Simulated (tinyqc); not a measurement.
## Potential step from the flux

Inverse problem. On one interval J = (q mu Vt/hx) [nb B(d) - na B(-d)], B(d) = d/(exp(d) - 1), d = (psi_b - psi_a)/Vt. Find psi_b - psi_a, and the step at which J would vanish.

Values chosen for this exercise: temperature T = 325 K; electron mobility mu = 195 cm^2/(V s); density at the left node na = 6.6e15 cm^-3; density at the right node nb = 8.3e15 cm^-3; node spacing hx = 14 nm.

Constants: q = 1.602176634e-19 C, kB = 1.380649e-23 J/K, Vt = kB T/q. Results are converted to the units shown.

J = -9458.8194 A/cm^2

Solution. B(d) falls and B(-d) rises with d, so J falls steadily with the step and one value matches. J = 0 needs nb/na = exp(d), the Boltzmann ratio.

psi_b - psi_a = 0.0660 V
step for J = 0 = 6.42e-3 V

Numbers from tinyqc (`OMP_NUM_THREADS=1 python tinyqc.py 2220131 2220132 out.jsonl`; about 0.01 s on one thread of a shared Intel Xeon 2.30GHz).
